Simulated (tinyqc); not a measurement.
# From diffusion length back to anneal time t

Model: dopants and charged point defects at anneal temperature: Fermi-level effect, clustering and pairing. Computed by tinyqc, a small Python program. Command: `OMP_NUM_THREADS=1 python tinyqc.py 3008989 3008990 out.jsonl pairing inv`. One thread of a shared host (Intel(R) Xeon(R) Processor @ 2.30GHz), about 0.03 s of CPU time with the checks.

Boltzmann statistics and full ionisation of active dopants. Energies are counted from the valence band; the defect (a vacancy or self-interstitial) has five charge states, with all degeneracy factors one.

Inputs (values chosen for the exercise, with bands modelled on silicon): gap at 0 K E_g0 = 1.15 eV; Varshni alpha = 0.000472 eV/K; Varshni beta = 651 K; electron mass m_e = 0.321 m_0; valleys M_c = 6; hole mass m_h = 0.839 m_0; anneal temperature T = 830 K; total dopant density N = 5.3e+18 cm^-3; formation enthalpy of the neutral defect H_f = 2.38 eV; formation entropy S_f = 6.1 k_B; site density N_s = 4.5e+22 cm^-3; intrinsic dopant diffusivity D_i = 2.8e-14 cm^2/s; dopant atoms per cluster k = 2; cluster binding energy E_b = 0.963 eV.

Dopant: donor. Second part: clustering of the dopant.

defect levels as fractions of E_g(T): (2+/+), (+/0), (0/-), (-/2-): [0.14, 0.3, 0.53, 0.95]

Constants: m_0 = 9.1093837015e-31 kg; k_B = 1.380649e-23 J/K; h = 6.62607015e-34 J s; k_B = 8.617333262e-05 eV/K.

Method:
- E_g = E_g0 - alpha T^2/(T + beta).
- N_c = 2 M_c (2 pi m_e k_B T/h^2)^(3/2) and N_v = 2 (2 pi m_h k_B T/h^2)^(3/2), masses in units of m_0.
- n_i = sqrt(N_c N_v) exp(-E_g/2 k_B T); E_i = E_g/2 + (k_B T/2) ln(N_v/N_c).
- n = A/2 + sqrt(A^2/4 + n_i^2) for an active density A.
- k ionised dopants and k carriers form one neutral cluster: C = N_s (A/N_s)^k (n/N_b)^k exp(E_b/k_B T), N_b the effective density of states of the majority band, and N = A + k C (60 bisections in ln A between ln N - 90 and ln N).
- chi = n/n_i (for acceptors n_i/p); E_F = E_i + k_B T ln chi; field enhancement h = 1 + A/sqrt(A^2 + 4 n_i^2).
- C_0 = N_s exp(S_f/k_B) exp(-H_f/k_B T). Ratios to the neutral state at E_F = E_i: r_+ = exp((E(+/0) - E_i)/k_B T), r_2+ = r_+ exp((E(2+/+) - E_i)/k_B T), r_- = exp((E_i - E(0/-))/k_B T), r_2- = r_- exp((E_i - E(-/2-))/k_B T); at other E_F state q scales as chi^(-q). The enhancement is sum r_q chi^(-q)/sum r_q. The charge on the defects is left out of neutrality.
- If every charge state of the defect carries the dopant equally well, D = D_i x enhancement x h x (active share A/N, a rough stand-in that overstates the dA/dN which immobile clusters call for), D_i being an input held fixed when T or H_f is moved; diffusion length 2 sqrt(D t).

Question. A run gave the result below. Find the anneal time t, known to lie between 430 and 1100 s.

diffusion length = 338.4951 nm

Answer.

Each step takes the trial c = (a f_b - b f_a)/(f_b - f_a), f being the result less the target and a, b, c the logarithms of the listed values; c replaces end b, the old b replaces a if the sign of f changed, and otherwise f_a is halved.

Scan of the range:
```
anneal time t (s)  diffusion length (nm)
430                              299.653
503                              324.092
588                              350.408
688                              379.035
804                              409.744
941                              443.282
1100                             479.271
```

False position (Illinois rule, in the logarithm of the input) inside the bracket:
```
step    end a    end b    trial  diffusion length (nm)
1     503.000  588.000  547.874                338.240
2     588.000  547.874  548.686                338.491
3     588.000  548.686  548.714                338.499
4     548.686  548.714  548.700                338.495
```

Diffusion length rises at every point of a 13-point scan of the range (every second point is shown), so one value fits; it is bracketed by 503 and 588. The scan shows a pure power law with exponent 0.5000, so scaling from any one row also gives the answer directly. Answer: anneal time t = 548.7 s.
